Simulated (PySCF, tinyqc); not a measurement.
Inside a calculation. Method: G0W0 on RHF in the sto-3g basis, for BeH+, spin multiplicity 1. The lowest restricted solution is unstable here: a spin-polarised one lies 0.0009 hartree lower (PySCF). One step of it, computed by the program tinyqc.

Task: Iteration 1: building the Fock matrix. J_ij = sum D_kl (ij|kl), K_ij = sum D_kl (ik|jl); F = H + J - 0.5 K; E = tr D H + tr D J / 2 - 0.25 tr D K + E_nn.

D at the start, lower triangle:
```
            1Be 1s    1Be 2s   1Be 2px   1Be 2py   1Be 2pz     2H 1s
1Be 1s    1.978696
1Be 2s    0.005103  0.268602
1Be 2px   0.000000  0.000000  0.000000
1Be 2py   0.000000  0.000000  0.000000  0.000000
1Be 2pz  -0.131155  0.389566  0.000000  0.000000  0.574709
2H 1s    -0.149934  0.365481  0.000000  0.000000  0.541060  0.509740
```

core Hamiltonian H = T + V (hartree), lower triangle:
```
            1Be 1s     1Be 2s    1Be 2px    1Be 2py    1Be 2pz      2H 1s
1Be 1s   -8.176578
1Be 2s   -2.012568  -2.404784
1Be 2px   0.000000   0.000000  -1.910836
1Be 2py   0.000000   0.000000   0.000000  -1.910836
1Be 2pz  -0.011053  -0.107773   0.000000   0.000000  -1.988340
2H 1s    -0.243579  -0.745105   0.000000   0.000000  -0.862119  -1.702466
```

Two-electron integrals (ij|kl) in chemists' order, unique and non-zero (hartree):
```
(11|11) 2.298831   (21|11) 0.392036   (21|21) 0.079539   (22|11) 0.570988
(22|21) 0.143041   (22|22) 0.417683   (31|31) 0.014607   (32|31) 0.021888
(32|32) 0.092265   (33|11) 0.569578   (33|21) 0.143083   (33|22) 0.417589
(33|33) 0.449859   (41|41) 0.014607   (42|41) 0.021888   (42|42) 0.092265
(43|43) 0.024249   (44|11) 0.569578   (44|21) 0.143083   (44|22) 0.417589
(44|33) 0.401360   (44|44) 0.449859   (51|51) 0.014607   (52|51) 0.021888
(52|52) 0.092265   (53|53) 0.024249   (54|54) 0.024249   (55|11) 0.569578
(55|21) 0.143083   (55|22) 0.417589   (55|33) 0.401360   (55|44) 0.401360
(55|55) 0.449859   (61|11) 0.045973   (61|21) 0.009321   (61|22) 0.016915
(61|33) 0.016805   (61|44) 0.016805   (61|51) 0.000825   (61|52) 0.001562
(61|55) 0.017145   (61|61) 0.001145   (62|11) 0.136806   (62|21) 0.034909
(62|22) 0.114582   (62|33) 0.109954   (62|44) 0.109954   (62|51) 0.004501
(62|52) 0.030038   (62|55) 0.123727   (62|61) 0.004527   (62|62) 0.051450
(63|31) 0.002845   (63|32) 0.014129   (63|53) 0.004904   (63|63) 0.004085
(64|41) 0.002845   (64|42) 0.014129   (64|54) 0.004904   (64|64) 0.004085
(65|11) 0.156981   (65|21) 0.040473   (65|22) 0.138814   (65|33) 0.130709
(65|44) 0.130709   (65|51) 0.007157   (65|52) 0.046201   (65|55) 0.154879
(65|61) 0.005426   (65|62) 0.070083   (65|65) 0.097521   (66|11) 0.308859
(66|21) 0.080065   (66|22) 0.295711   (66|33) 0.275373   (66|44) 0.275373
(66|51) 0.010792   (66|52) 0.096683   (66|55) 0.336042   (66|61) 0.010511
(66|62) 0.176627   (66|65) 0.252979   (66|66) 0.774606
```

nuclear repulsion = 1.23784143 hartree

Give: Coulomb J; exchange K; Fock matrix F; total energy of this density.

Result:

Coulomb J (hartree), lower triangle:
```
         1Be 1s  1Be 2s  1Be 2px  1Be 2py  1Be 2pz   2H 1s
1Be 1s   5.4469
1Be 2s   1.0045  1.8631
1Be 2px  0.0000  0.0000   1.8285
1Be 2py  0.0000  0.0000   0.0000   1.8285
1Be 2pz  0.0295  0.1869   0.0000   0.0000   1.9234
2H 1s    0.1207  0.5973   0.0000   0.0000   0.7555  1.7516
```

exchange K (hartree), lower triangle:
```
          1Be 1s  1Be 2s  1Be 2px  1Be 2py  1Be 2pz   2H 1s
1Be 1s    4.5770
1Be 2s    0.8327  0.4561
1Be 2px   0.0000  0.0000   0.0847
1Be 2py   0.0000  0.0000   0.0000   0.0847
1Be 2pz  -0.0047  0.3596   0.0000   0.0000   0.5614
2H 1s     0.1006  0.4308   0.0000   0.0000   0.5838  0.9199
```

Fock matrix F (hartree), lower triangle:
```
          1Be 1s   1Be 2s  1Be 2px  1Be 2py  1Be 2pz    2H 1s
1Be 1s   -5.0181
1Be 2s   -1.4244  -0.7697
1Be 2px   0.0000   0.0000  -0.1247
1Be 2py   0.0000   0.0000   0.0000  -0.1247
1Be 2pz   0.0208  -0.1007   0.0000   0.0000  -0.3457
2H 1s    -0.1732  -0.3632   0.0000   0.0000  -0.3985  -0.4109
```

total energy of this density = -14.576629 hartree
